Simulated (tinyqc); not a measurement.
## Resonant-tunnelling diode, transfer matrices and Tsu-Esaki current: effect of temperature at two biases

Emitter (band edge 0), barrier d1, well Lw, barrier d2, collector (edge -V). The bias drops linearly over these layers and none in the contacts; each layer is cut into ns equal slices, flat at the value of their centres. E is the energy of motion across the layers, C = hbar^2/(2 m0), psi and psi'/m are continuous. Transport is coherent, T(E) is taken as independent of the transverse momentum, and charge in the well is ignored.

The current at V = 0.151 V and at V = 0.231 V, Ef held fixed. For the pair (psi, psi'/m) a flat layer has M = [[cos kd, (m/k) sin kd], [-(k/m) sin kd, cos kd]] with k = sqrt(m (E - U)/C) above its edge U, and M = [[cosh Kd, (m/K) sinh Kd], [(K/m) sinh Kd, cosh Kd]] with K = sqrt(m (U - E)/C) below it. Later slices stand to the left. With M acting on (psi, psi'/m) and v = k/m in each lead, T(E) = 4 vL vR/[(vL vR M12 - M21)^2 + (vR M11 + vL M22)^2]. J = J0 times the integral over E > 0 of T(E) N(E), N = ln[(1 + exp((Ef - E)/Vt))/(1 + exp((Ef - V - E)/Vt))], J0 = q^2 mw m0 kB T/(2 pi^2 hbar^3) (times 1e-4 for A/cm^2 per eV). The integral is converged to the digits shown.

Parameters, values chosen for the exercise; masses and offsets close to those of InGaAs wells and InAlAs barriers: mass in the well, spacer and contacts mw = 0.041 m0; barrier height U1 = 0.52 eV; barrier mass m1 = 0.075 m0; emitter barrier d1 = 2.2 nm; well width Lw = 6.5 nm; collector barrier d2 = 2.1 nm; slices in each layer ns = 3; Fermi energy of both contacts above their band edges Ef = 0.075 eV.

Constants: q = 1.602176634e-19 C, kB = 1.380649e-23 J/K, hbar = 1.054571817e-34 J s, m0 = 9.1093837015e-31 kg, Vt = kB T/q, hbar^2/(2 m0) = 0.0380998212 eV nm^2. Results are converted to the units shown.

Result of one run:
```
T (K)	J at 0.151 V (kA/cm^2)	J at 0.231 V (kA/cm^2)	ratio
220	96.93	5.028	19.28
```

What becomes of these results when the temperature T is changed from 220 to 400 K, all else the same?

Result of the changed run:
```
T (K)	J at 0.151 V (kA/cm^2)	J at 0.231 V (kA/cm^2)	ratio
400	104.9	13.33	7.868
```

The whole series:
```
T (K)	J at 0.151 V (kA/cm^2)	J at 0.231 V (kA/cm^2)	ratio
40	94.80	3.741	25.34
77	94.92	3.845	24.69
150	95.53	4.262	22.41
220	96.93	5.028	19.28
300	99.58	6.948	14.33
400	104.9	13.33	7.868
```

The first current rises from 94.8 to 105 kA/cm^2, the second rises from 3.74 to 13.3 kA/cm^2, and their ratio falls from 25.3 to 7.87. Heat lifts electrons to energies where the barriers transmit more, which raises the second current by a far larger factor than the first.

tinyqc, about 0.06 s, one thread, Intel Xeon 2.30GHz (shared host): `OMP_NUM_THREADS=1 python tinyqc.py 2600007 2600008 out.jsonl`
